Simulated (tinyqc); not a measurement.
Where the wafer is too thin: surface photovoltage measurement of the minority-carrier diffusion length in a wafer. Computed by tinyqc, a small Python program. Command: `OMP_NUM_THREADS=1 python tinyqc.py 3130556 3130557 out.jsonl spv walk`. One thread of a shared host (Intel(R) Xeon(R) Processor @ 2.30GHz), about 0.01 s of CPU time with the checks.

Low injection, steady light, a depletion layer much thinner than 1/alpha and L. The excess density dn is taken at the front edge of the neutral region; light that reaches the back is lost.

Inputs (values chosen for the exercise, modelled on p-type silicon at room temperature):
```
quantity,value,unit
wafer thickness W,300,micrometre
diffusivity D,32.8,cm^2/s
front recombination velocity S_f,820,cm/s
back recombination velocity S_b,13000,cm/s
photon flux entering,3.1e+11,1/(cm^2 s)
```

Method:
- alpha = (84.732/lambda - 76.417)^2 per cm with lambda in micrometre (an empirical fit for silicon between 0.7 and 1.05 micrometre).
- Thick wafer: dn = Phi L/((S_f + D/L)(L + 1/alpha)). Finite wafer, with s = S_b L/D, w = W/L, a = alpha L: dn = [Phi a/(a^2 - 1)] [a - B - exp(-alpha W)(a - s)/(cosh w + s sinh w)]/(S_f + B D/L), B = (sinh w + s cosh w)/(cosh w + s sinh w).
- Readings y = (Phi/dn) (1 + noise x g) at 780, 830, 880, 920, 950, 975 and 995 nm; a least-squares line y = c (1/alpha + L_app) gives L_app = intercept/slope.
- No noise; L is varied at fixed W, and the last two columns set S_b to 0 and to 1e7 cm/s.

Apparent length (micrometre):
```
L,W/L,given S_b,S_b = 0,S_b = 1e7
15,20.000,15.00,15.00,15.00
30,10.000,30.00,30.00,30.00
60,5.000,59.83,60.12,59.70
90,3.333,88.07,91.49,87.13
150,2.000,132.55,163.54,127.75
240,1.250,169.44,292.81,158.79
390,0.769,193.29,510.88,177.60
630,0.476,204.64,759.67,186.22
1200,0.250,210.30,993.41,190.45
```

With a fast back surface L_app levels off, at 190 micrometre in the last row; with a passive one it reaches up to 1.31 times L among these rows and is 993 in the last. All three columns are within 5 % of L down to W/L = 3.3.

Extremes, crossings and ranges named in words are read from the listed rows.
